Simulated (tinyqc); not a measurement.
UKS/exchange-only LDA in the sto-3g basis, for BeH, spin multiplicity 2, step by step (part 1 of 2). Computed by tinyqc, a small Python program that keeps every step (integrals from PySCF). Settings: charge = 0, multiplicity = 2, basis = sto-3g, energy threshold = 1e-08, iteration cap = 61, orthogonalisation = symmetric, start = Wolfsberg-Helmholz matrix, DIIS depth = 3, DIIS from iteration = 2, method = UKS, functional = Slater exchange alone, grid = [20, 26]. Command: `OMP_NUM_THREADS=1 python tinyqc.py 22095 22096 out.jsonl` (the two numbers bound the seeds that draw the settings). One thread of a shared host (Intel(R) Xeon(R) Processor @ 2.60GHz), about 1 s of CPU time with the checks. Later iterations appear only in the table of the cycle.

## One-electron integrals

Geometry (angstrom):
```
atom         x         y         z
Be    0.000000  0.000000  0.000000
H     0.000000  0.000000  2.109000
```

Basis sto-3g: exponents (1/bohr^2) and contraction coefficients of normalised primitives:
```
element  l (shell)   exponent  coefficient
Be           s (1)  30.167871     0.154329
Be           s (1)   5.495115     0.535328
Be           s (1)   1.487193     0.444635
Be           s (2)   1.314833    -0.099967
Be           s (2)   0.305539     0.399513
Be           s (2)   0.099371     0.700115
Be           p (3)   1.314833     0.155916
Be           p (3)   0.305539     0.607684
Be           p (3)   0.099371     0.391957
H            s (1)   3.425251     0.154329
H            s (1)   0.623914     0.535328
H            s (1)   0.168855     0.444635
```

Overlap, kinetic and nuclear-attraction integrals over the contracted functions; the nuclear repulsion is the sum of Za Zb / Rab.

nuclear repulsion = 1.00365521 hartree

overlap S, order 1Be 1s, 1Be 2s, 1Be 2px, 1Be 2py, 1Be 2pz, 2H 1s:
$$\begin{pmatrix}
1.000000 & 0.259517 & 0.000000 & 0.000000 & 0.000000 & 0.012357 \\
0.259517 & 1.000000 & 0.000000 & 0.000000 & 0.000000 & 0.203937 \\
0.000000 & 0.000000 & 1.000000 & 0.000000 & 0.000000 & 0.000000 \\
0.000000 & 0.000000 & 0.000000 & 1.000000 & 0.000000 & 0.000000 \\
0.000000 & 0.000000 & 0.000000 & 0.000000 & 1.000000 & 0.279268 \\
0.012357 & 0.203937 & 0.000000 & 0.000000 & 0.279268 & 1.000000
\end{pmatrix}$$

kinetic energy T (hartree), order 1Be 1s, 1Be 2s, 1Be 2px, 1Be 2py, 1Be 2pz, 2H 1s:
$$\begin{pmatrix}
6.693975 & -0.033012 & 0.000000 & 0.000000 & 0.000000 & -0.004767 \\
-0.033012 & 0.211111 & 0.000000 & 0.000000 & 0.000000 & 0.001662 \\
0.000000 & 0.000000 & 0.660592 & 0.000000 & 0.000000 & 0.000000 \\
0.000000 & 0.000000 & 0.000000 & 0.660592 & 0.000000 & 0.000000 \\
0.000000 & 0.000000 & 0.000000 & 0.000000 & 0.660592 & 0.030976 \\
-0.004767 & 0.001662 & 0.000000 & 0.000000 & 0.030976 & 0.760032
\end{pmatrix}$$

nuclear attraction V (hartree), order 1Be 1s, 1Be 2s, 1Be 2px, 1Be 2py, 1Be 2pz, 2H 1s:
$$\begin{pmatrix}
-14.812006 & -1.964362 & 0.000000 & 0.000000 & -0.007267 & -0.092119 \\
-1.964362 & -2.562670 & 0.000000 & 0.000000 & -0.076134 & -0.430092 \\
0.000000 & 0.000000 & -2.527834 & 0.000000 & 0.000000 & 0.000000 \\
0.000000 & 0.000000 & 0.000000 & -2.527834 & 0.000000 & 0.000000 \\
-0.007267 & -0.076134 & 0.000000 & 0.000000 & -2.576162 & -0.573206 \\
-0.092119 & -0.430092 & 0.000000 & 0.000000 & -0.573206 & -2.230059
\end{pmatrix}$$

core Hamiltonian H = T + V (hartree), order 1Be 1s, 1Be 2s, 1Be 2px, 1Be 2py, 1Be 2pz, 2H 1s:
$$\begin{pmatrix}
-8.118031 & -1.997374 & 0.000000 & 0.000000 & -0.007267 & -0.096886 \\
-1.997374 & -2.351559 & 0.000000 & 0.000000 & -0.076134 & -0.428430 \\
0.000000 & 0.000000 & -1.867242 & 0.000000 & 0.000000 & 0.000000 \\
0.000000 & 0.000000 & 0.000000 & -1.867242 & 0.000000 & 0.000000 \\
-0.007267 & -0.076134 & 0.000000 & 0.000000 & -1.915570 & -0.542230 \\
-0.096886 & -0.428430 & 0.000000 & 0.000000 & -0.542230 & -1.470028
\end{pmatrix}$$

## Two-electron integrals

Functions are numbered as in S; the eight-fold symmetry (ij|kl) = (ji|kl) = (kl|ij) leaves the list below.

Two-electron integrals (ij|kl) in chemists' order, unique and non-zero (hartree):
```
(11|11) 2.298831   (21|11) 0.392036   (21|21) 0.079539   (22|11) 0.570988
(22|21) 0.143041   (22|22) 0.417683   (31|31) 0.014607   (32|31) 0.021888
(32|32) 0.092265   (33|11) 0.569578   (33|21) 0.143083   (33|22) 0.417589
(33|33) 0.449859   (41|41) 0.014607   (42|41) 0.021888   (42|42) 0.092265
(43|43) 0.024249   (44|11) 0.569578   (44|21) 0.143083   (44|22) 0.417589
(44|33) 0.401360   (44|44) 0.449859   (51|51) 0.014607   (52|51) 0.021888
(52|52) 0.092265   (53|53) 0.024249   (54|54) 0.024249   (55|11) 0.569578
(55|21) 0.143083   (55|22) 0.417589   (55|33) 0.401360   (55|44) 0.401360
(55|55) 0.449859   (61|11) 0.018257   (61|21) 0.003713   (61|22) 0.006769
(61|33) 0.006723   (61|44) 0.006723   (61|51) 0.000365   (61|52) 0.000685
(61|55) 0.006864   (61|61) 0.000183   (62|11) 0.075091   (62|21) 0.019251
(62|22) 0.065694   (62|33) 0.062924   (62|44) 0.062924   (62|51) 0.002418
(62|52) 0.017699   (62|55) 0.071160   (62|61) 0.001005   (62|62) 0.019826
(63|31) 0.001289   (63|32) 0.006963   (63|53) 0.002668   (63|63) 0.001267
(64|41) 0.001289   (64|42) 0.006963   (64|54) 0.002668   (64|64) 0.001267
(65|11) 0.094228   (65|21) 0.024336   (65|22) 0.085969   (65|33) 0.081234
(65|44) 0.081234   (65|51) 0.003732   (65|52) 0.026909   (65|55) 0.095335
(65|61) 0.001299   (65|62) 0.028587   (65|65) 0.041680   (66|11) 0.250844
(66|21) 0.065083   (66|22) 0.247123   (66|33) 0.232754   (66|44) 0.232754
(66|51) 0.007229   (66|52) 0.072463   (66|55) 0.275440   (66|61) 0.003383
(66|62) 0.105493   (66|65) 0.158088   (66|66) 0.774606
```

## Orthogonalisation

S = U s U^T; symmetric (Loewdin) form X = U s^(-1/2) U^T, so that X^T S X = 1.

eigenvalues of S: [0.614959, 0.808803, 1.000000, 1.000000, 1.180120, 1.396118]

X, order 1Be 1s, 1Be 2s, 1Be 2px, 1Be 2py, 1Be 2pz, 2H 1s:
$$\begin{pmatrix}
1.027090 & -0.138503 & 0.000000 & 0.000000 & -0.003904 & 0.015942 \\
-0.138503 & 1.045051 & 0.000000 & 0.000000 & 0.024360 & -0.114119 \\
0.000000 & 0.000000 & 1.000000 & 0.000000 & 0.000000 & 0.000000 \\
0.000000 & 0.000000 & 0.000000 & 1.000000 & 0.000000 & 0.000000 \\
-0.003904 & 0.024360 & 0.000000 & 0.000000 & 1.032114 & -0.151305 \\
0.015942 & -0.114119 & 0.000000 & 0.000000 & -0.151305 & 1.049730
\end{pmatrix}$$

## Starting guess

The start is the generalised Wolfsberg-Helmholz matrix (K = 1.75) built on H; D(s) = C_occ C_occ^T for each spin.

D(alpha) at the start, order 1Be 1s, 1Be 2s, 1Be 2px, 1Be 2py, 1Be 2pz, 2H 1s:
$$\begin{pmatrix}
0.987396 & 0.004537 & 0.000000 & 0.000000 & -0.077654 & -0.055800 \\
0.004537 & 0.132536 & 0.000000 & 0.000000 & 0.247936 & 0.153562 \\
0.000000 & 0.000000 & 0.992488 & 0.086343 & 0.000000 & 0.000000 \\
0.000000 & 0.000000 & 0.086343 & 0.007512 & 0.000000 & 0.000000 \\
-0.077654 & 0.247936 & 0.000000 & 0.000000 & 0.471332 & 0.292597 \\
-0.055800 & 0.153562 & 0.000000 & 0.000000 & 0.292597 & 0.181700
\end{pmatrix}$$

D(beta) at the start, order 1Be 1s, 1Be 2s, 1Be 2px, 1Be 2py, 1Be 2pz, 2H 1s:
$$\begin{pmatrix}
0.987396 & 0.004537 & 0.000000 & 0.000000 & -0.077654 & -0.055800 \\
0.004537 & 0.132536 & 0.000000 & 0.000000 & 0.247936 & 0.153562 \\
0.000000 & 0.000000 & 0.000000 & 0.000000 & 0.000000 & 0.000000 \\
0.000000 & 0.000000 & 0.000000 & 0.000000 & 0.000000 & 0.000000 \\
-0.077654 & 0.247936 & 0.000000 & 0.000000 & 0.471332 & 0.292597 \\
-0.055800 & 0.153562 & 0.000000 & 0.000000 & 0.292597 & 0.181700
\end{pmatrix}$$

## Iteration 1: exchange-correlation on the grid

Becke grid with 20 radial and 26 angular points per atom, points of zero weight dropped. rho = sum D_ij phi_i phi_j; V_xc,ij = sum w v_xc phi_i phi_j; v_xc is d(rho eps)/d rho(s) for spin s.

The 8 grid points with the largest w rho, of 1030 (bohr, atomic units):
```
x                 y         z         w  rho(alpha)  rho(beta)     eps_xc  v_xc(alpha)
0.000000   0.000000  2.152867  1.307927    0.027292   0.027292  -0.280159    -0.373545
0.000000   0.000000  1.625674  0.737077    0.037965   0.037965  -0.312744    -0.416991
-1.522307  0.000000  1.522307  1.265498    0.022943   0.012270  -0.247061    -0.352545
1.522307   0.000000  1.522307  1.265498    0.022943   0.012270  -0.247061    -0.352545
0.000000   0.000000  2.794596  0.815555    0.024609   0.024609  -0.270663    -0.360884
-2.152867  0.000000  0.000000  1.612841    0.022347   0.001002  -0.254847    -0.349468
2.152867   0.000000  0.000000  1.612841    0.022347   0.001002  -0.254847    -0.349468
-1.149525  0.000000  1.149525  0.600181    0.040518   0.021184  -0.298271    -0.426136
```

electrons on the grid, sum of w rho = 4.998980

E_xc = sum of w rho eps_xc = -2.66427267 hartree

V_xc(alpha) (hartree), order 1Be 1s, 1Be 2s, 1Be 2px, 1Be 2py, 1Be 2pz, 2H 1s:
$$\begin{pmatrix}
-1.332560 & -0.200238 & 0.000000 & 0.000000 & -0.003953 & -0.009543 \\
-0.200238 & -0.292764 & 0.000000 & 0.000000 & -0.037216 & -0.057339 \\
0.000000 & 0.000000 & -0.325718 & -0.005671 & 0.000000 & 0.000000 \\
0.000000 & 0.000000 & -0.005671 & -0.248006 & 0.000000 & 0.000000 \\
-0.003953 & -0.037216 & 0.000000 & 0.000000 & -0.298561 & -0.078613 \\
-0.009543 & -0.057339 & 0.000000 & 0.000000 & -0.078613 & -0.305928
\end{pmatrix}$$

V_xc(beta) (hartree), order 1Be 1s, 1Be 2s, 1Be 2px, 1Be 2py, 1Be 2pz, 2H 1s:
$$\begin{pmatrix}
-1.319237 & -0.187591 & 0.000000 & 0.000000 & -0.005216 & -0.009058 \\
-0.187591 & -0.215632 & 0.000000 & 0.000000 & -0.050997 & -0.053600 \\
0.000000 & 0.000000 & -0.193003 & 0.000000 & 0.000000 & 0.000000 \\
0.000000 & 0.000000 & 0.000000 & -0.193003 & 0.000000 & 0.000000 \\
-0.005216 & -0.050997 & 0.000000 & 0.000000 & -0.255402 & -0.076172 \\
-0.009058 & -0.053600 & 0.000000 & 0.000000 & -0.076172 & -0.304868
\end{pmatrix}$$

## Iteration 1: building the Kohn-Sham matrix

J_ij = sum D_kl (ij|kl) with D = D(alpha) + D(beta); F = H + J + V_xc; E = tr D H + tr D J / 2 + E_xc + E_nn.

Coulomb J (hartree), order 1Be 1s, 1Be 2s, 1Be 2px, 1Be 2py, 1Be 2pz, 2H 1s:
$$\begin{pmatrix}
6.048170 & 1.154642 & 0.000000 & 0.000000 & 0.025569 & 0.055002 \\
1.154642 & 2.281394 & 0.000000 & 0.000000 & 0.153250 & 0.396604 \\
0.000000 & 0.000000 & 2.282738 & 0.004188 & 0.000000 & 0.000000 \\
0.000000 & 0.000000 & 0.004188 & 2.234968 & 0.000000 & 0.000000 \\
0.025569 & 0.153250 & 0.000000 & 0.000000 & 2.317365 & 0.529443 \\
0.055002 & 0.396604 & 0.000000 & 0.000000 & 0.529443 & 1.654631
\end{pmatrix}$$

F(alpha) (hartree), order 1Be 1s, 1Be 2s, 1Be 2px, 1Be 2py, 1Be 2pz, 2H 1s:
$$\begin{pmatrix}
-3.402421 & -1.042970 & 0.000000 & 0.000000 & 0.014350 & -0.051427 \\
-1.042970 & -0.362929 & 0.000000 & 0.000000 & 0.039900 & -0.089165 \\
0.000000 & 0.000000 & 0.089778 & -0.001483 & 0.000000 & 0.000000 \\
0.000000 & 0.000000 & -0.001483 & 0.119719 & 0.000000 & 0.000000 \\
0.014350 & 0.039900 & 0.000000 & 0.000000 & 0.103234 & -0.091399 \\
-0.051427 & -0.089165 & 0.000000 & 0.000000 & -0.091399 & -0.121324
\end{pmatrix}$$

F(beta) (hartree), order 1Be 1s, 1Be 2s, 1Be 2px, 1Be 2py, 1Be 2pz, 2H 1s:
$$\begin{pmatrix}
-3.389098 & -1.030323 & 0.000000 & 0.000000 & 0.013086 & -0.050942 \\
-1.030323 & -0.285797 & 0.000000 & 0.000000 & 0.026119 & -0.085426 \\
0.000000 & 0.000000 & 0.222493 & 0.004188 & 0.000000 & 0.000000 \\
0.000000 & 0.000000 & 0.004188 & 0.174722 & 0.000000 & 0.000000 \\
0.013086 & 0.026119 & 0.000000 & 0.000000 & 0.146392 & -0.088959 \\
-0.050942 & -0.085426 & 0.000000 & 0.000000 & -0.088959 & -0.120264
\end{pmatrix}$$

total energy of this density = -14.19147309 hartree

## Iteration 1: diagonalisation and new density

Diagonalise F' = X^T F X, C = X C', fill 3 alpha and 2 beta electrons from the bottom; D(s) = C_occ C_occ^T. Each column has its largest component positive (the first on a tie).

F' = X^T F X (alpha) (hartree):
$$\begin{pmatrix}
-3.300866 & -0.599497 & 0.000000 & 0.000000 & 0.002124 & 0.018018 \\
-0.599497 & -0.139144 & 0.000000 & 0.000000 & 0.062552 & -0.070348 \\
0.000000 & 0.000000 & 0.089778 & -0.001483 & 0.000000 & 0.000000 \\
0.000000 & 0.000000 & -0.001483 & 0.119719 & 0.000000 & 0.000000 \\
0.002124 & 0.062552 & 0.000000 & 0.000000 & 0.138158 & -0.105706 \\
0.018018 & -0.070348 & 0.000000 & 0.000000 & -0.105706 & -0.083140
\end{pmatrix}$$

orbital energies (alpha) (hartree): MO1 -3.410780, MO2 -0.146223, MO3 -0.038509, MO4 0.089704, MO5 0.119792, MO6 0.210520

coefficients C (alpha), order 1Be 1s, 1Be 2s, 1Be 2px, 1Be 2py, 1Be 2pz, 2H 1s:
$$\begin{pmatrix}
0.985273 & -0.119609 & -0.275738 & 0.000000 & 0.000000 & -0.115171 \\
0.052258 & 0.347966 & 0.908119 & 0.000000 & 0.000000 & 0.420049 \\
0.000000 & 0.000000 & 0.000000 & 0.998781 & -0.049354 & 0.000000 \\
0.000000 & 0.000000 & 0.000000 & 0.049354 & 0.998781 & 0.000000 \\
-0.003138 & 0.120700 & -0.410861 & 0.000000 & 0.000000 & 0.951513 \\
-0.006033 & 0.836113 & -0.321895 & 0.000000 & 0.000000 & -0.579108
\end{pmatrix}$$

F' = X^T F X (beta) (hartree):
$$\begin{pmatrix}
-3.288935 & -0.598610 & 0.000000 & 0.000000 & 0.002635 & 0.017847 \\
-0.598610 & -0.059855 & 0.000000 & 0.000000 & 0.049952 & -0.073077 \\
0.000000 & 0.000000 & 0.222493 & 0.004188 & 0.000000 & 0.000000 \\
0.000000 & 0.000000 & 0.004188 & 0.174722 & 0.000000 & 0.000000 \\
0.002635 & 0.049952 & 0.000000 & 0.000000 & 0.182729 & -0.108309 \\
0.017847 & -0.073077 & 0.000000 & 0.000000 & -0.108309 & -0.082146
\end{pmatrix}$$

orbital energies (beta) (hartree): MO1 -3.396378, MO2 -0.138001, MO3 0.038462, MO4 0.174358, MO5 0.222857, MO6 0.247709

coefficients C (beta), order 1Be 1s, 1Be 2s, 1Be 2px, 1Be 2py, 1Be 2pz, 2H 1s:
$$\begin{pmatrix}
0.986467 & -0.080037 & -0.284853 & 0.000000 & 0.000000 & -0.117054 \\
0.048330 & 0.219571 & 0.944234 & 0.000000 & 0.000000 & 0.427559 \\
0.000000 & 0.000000 & 0.000000 & -0.086669 & 0.996237 & 0.000000 \\
0.000000 & 0.000000 & 0.000000 & 0.996237 & 0.086669 & 0.000000 \\
-0.002651 & 0.140814 & -0.393149 & 0.000000 & 0.000000 & 0.956222 \\
-0.005561 & 0.887238 & -0.215626 & 0.000000 & 0.000000 & -0.551713
\end{pmatrix}$$

D(alpha) after iteration 1, order 1Be 1s, 1Be 2s, 1Be 2px, 1Be 2py, 1Be 2pz, 2H 1s:
$$\begin{pmatrix}
1.061102 & -0.240535 & 0.000000 & 0.000000 & 0.095761 & -0.017191 \\
-0.240535 & 0.948491 & 0.000000 & 0.000000 & -0.331275 & -0.001695 \\
0.000000 & 0.000000 & 0.000000 & 0.000000 & 0.000000 & 0.000000 \\
0.000000 & 0.000000 & 0.000000 & 0.000000 & 0.000000 & 0.000000 \\
0.095761 & -0.331275 & 0.000000 & 0.000000 & 0.183385 & 0.233192 \\
-0.017191 & -0.001695 & 0.000000 & 0.000000 & 0.233192 & 0.802738
\end{pmatrix}$$

D(beta) after iteration 1, order 1Be 1s, 1Be 2s, 1Be 2px, 1Be 2py, 1Be 2pz, 2H 1s:
$$\begin{pmatrix}
0.979523 & 0.030103 & 0.000000 & 0.000000 & -0.013885 & -0.076497 \\
0.030103 & 0.050547 & 0.000000 & 0.000000 & 0.030790 & 0.194543 \\
0.000000 & 0.000000 & 0.000000 & 0.000000 & 0.000000 & 0.000000 \\
0.000000 & 0.000000 & 0.000000 & 0.000000 & 0.000000 & 0.000000 \\
-0.013885 & 0.030790 & 0.000000 & 0.000000 & 0.019836 & 0.124950 \\
-0.076497 & 0.194543 & 0.000000 & 0.000000 & 0.124950 & 0.787222
\end{pmatrix}$$

## Iteration 2: exchange-correlation on the grid

As before.

The 8 grid points with the largest w rho, of 1030 (bohr, atomic units):
```
x                  y          z         w  rho(alpha)  rho(beta)     eps_xc  v_xc(alpha)
0.000000    0.000000   2.794596  0.815555    0.033995   0.033255  -0.300351    -0.401920
0.000000    0.000000   2.152867  1.307927    0.013109   0.012177  -0.216841    -0.292543
0.000000    0.000000  -2.152867  1.612890    0.018737   0.000028  -0.246822    -0.329535
0.000000    0.000000   0.383352  0.015363    0.980667   0.927439  -0.916208    -1.232653
-0.383352   0.000000   0.000000  0.015363    0.955205   0.930179  -0.912435    -1.221892
0.000000   -0.383352   0.000000  0.015363    0.955205   0.930179  -0.912435    -1.221892
0.000000    0.383352   0.000000  0.015363    0.955205   0.930179  -0.912435    -1.221892
0.383352    0.000000   0.000000  0.015363    0.955205   0.930179  -0.912435    -1.221892
```

electrons on the grid, sum of w rho = 4.989389

E_xc = sum of w rho eps_xc = -2.78161464 hartree

V_xc(alpha) (hartree), order 1Be 1s, 1Be 2s, 1Be 2px, 1Be 2py, 1Be 2pz, 2H 1s:
$$\begin{pmatrix}
-1.333194 & -0.192074 & 0.000000 & 0.000000 & 0.005436 & -0.008790 \\
-0.192074 & -0.269096 & 0.000000 & 0.000000 & 0.027602 & -0.057720 \\
0.000000 & 0.000000 & -0.257776 & 0.000000 & 0.000000 & 0.000000 \\
0.000000 & 0.000000 & 0.000000 & -0.257776 & 0.000000 & 0.000000 \\
0.005436 & 0.027602 & 0.000000 & 0.000000 & -0.284493 & -0.082458 \\
-0.008790 & -0.057720 & 0.000000 & 0.000000 & -0.082458 & -0.426621
\end{pmatrix}$$

V_xc(beta) (hartree), order 1Be 1s, 1Be 2s, 1Be 2px, 1Be 2py, 1Be 2pz, 2H 1s:
$$\begin{pmatrix}
-1.310185 & -0.178945 & 0.000000 & 0.000000 & -0.002161 & -0.008421 \\
-0.178945 & -0.152848 & 0.000000 & 0.000000 & -0.046512 & -0.054235 \\
0.000000 & 0.000000 & -0.143662 & 0.000000 & 0.000000 & 0.000000 \\
0.000000 & 0.000000 & 0.000000 & -0.143662 & 0.000000 & 0.000000 \\
-0.002161 & -0.046512 & 0.000000 & 0.000000 & -0.166562 & -0.080583 \\
-0.008421 & -0.054235 & 0.000000 & 0.000000 & -0.080583 & -0.423734
\end{pmatrix}$$

## Iteration 2: building the Kohn-Sham matrix

As before.

Coulomb J (hartree), order 1Be 1s, 1Be 2s, 1Be 2px, 1Be 2py, 1Be 2pz, 2H 1s:
$$\begin{pmatrix}
5.704113 & 1.066146 & 0.000000 & 0.000000 & 0.004269 & 0.050161 \\
1.066146 & 2.085680 & 0.000000 & 0.000000 & 0.089322 & 0.410646 \\
0.000000 & 0.000000 & 2.052095 & 0.000000 & 0.000000 & 0.000000 \\
0.000000 & 0.000000 & 0.000000 & 2.052095 & 0.000000 & 0.000000 \\
0.004269 & 0.089322 & 0.000000 & 0.000000 & 2.143071 & 0.563733 \\
0.050161 & 0.410646 & 0.000000 & 0.000000 & 0.563733 & 2.129866
\end{pmatrix}$$

F(alpha) (hartree), order 1Be 1s, 1Be 2s, 1Be 2px, 1Be 2py, 1Be 2pz, 2H 1s:
$$\begin{pmatrix}
-3.747111 & -1.123303 & 0.000000 & 0.000000 & 0.002438 & -0.055515 \\
-1.123303 & -0.534975 & 0.000000 & 0.000000 & 0.040790 & -0.075505 \\
0.000000 & 0.000000 & -0.072923 & 0.000000 & 0.000000 & 0.000000 \\
0.000000 & 0.000000 & 0.000000 & -0.072923 & 0.000000 & 0.000000 \\
0.002438 & 0.040790 & 0.000000 & 0.000000 & -0.056992 & -0.060955 \\
-0.055515 & -0.075505 & 0.000000 & 0.000000 & -0.060955 & 0.233218
\end{pmatrix}$$

F(beta) (hartree), order 1Be 1s, 1Be 2s, 1Be 2px, 1Be 2py, 1Be 2pz, 2H 1s:
$$\begin{pmatrix}
-3.724102 & -1.110173 & 0.000000 & 0.000000 & -0.005158 & -0.055146 \\
-1.110173 & -0.418727 & 0.000000 & 0.000000 & -0.033324 & -0.072020 \\
0.000000 & 0.000000 & 0.041191 & 0.000000 & 0.000000 & 0.000000 \\
0.000000 & 0.000000 & 0.000000 & 0.041191 & 0.000000 & 0.000000 \\
-0.005158 & -0.033324 & 0.000000 & 0.000000 & 0.060939 & -0.059080 \\
-0.055146 & -0.072020 & 0.000000 & 0.000000 & -0.059080 & 0.236104
\end{pmatrix}$$

total energy of this density = -14.27165216 hartree
